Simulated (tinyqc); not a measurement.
Born-von Karman spring model of a cubic crystal with one atom per cell: one step, computed by the program tinyqc. Command: `OMP_NUM_THREADS=1 python tinyqc.py 3021806 3021807 out.jsonl springs walk`. One thread of a shared host (Intel(R) Xeon(R) Processor @ 2.30GHz), about 0.2 s of CPU time with the checks.

First neighbours lie at a/2 (1,1,1) (8 of them), second at a (1,0,0) (6), with all permutations and signs; the volume per atom is Omega = a^3/2. Two shells of springs match a real metal only roughly, above all at the zone boundary.

Task: Frequencies at the zone boundary. A neighbour at R with unit vector n couples by the matrix K(R) = kL n n^T + kT (1 - n n^T), and D(q) = (1/M) sum_R K(R) [1 - cos(q.R)]. An eigenvalue lambda of D in eV/(angstrom^2 u) gives nu = 15.6333042 THz x sqrt(lambda).

Inputs (values chosen for the exercise, modelled on iron):
```
quantity                value           unit
atomic mass M           55.85              u
radial spring k1L        3.12  eV/angstrom^2
transverse spring k1T  -0.099  eV/angstrom^2
radial spring k2L        0.99  eV/angstrom^2
transverse spring k2T   0.024  eV/angstrom^2
```

Lattice: bcc.

Constants: nu for 1 eV/(angstrom^2 u) = 15.6333042 THz.

Give: Frequencies (THz) at points given in 2 pi/a.

Result:

Frequencies (THz) at points given in 2 pi/a:
```
point               nu 1   nu 2   nu 3
H (1, 0, 0)        8.258  8.258  8.258
N (0.5, 0.5, 0)    3.779  5.911  9.456
P (0.5, 0.5, 0.5)  7.230  7.230  7.230
```
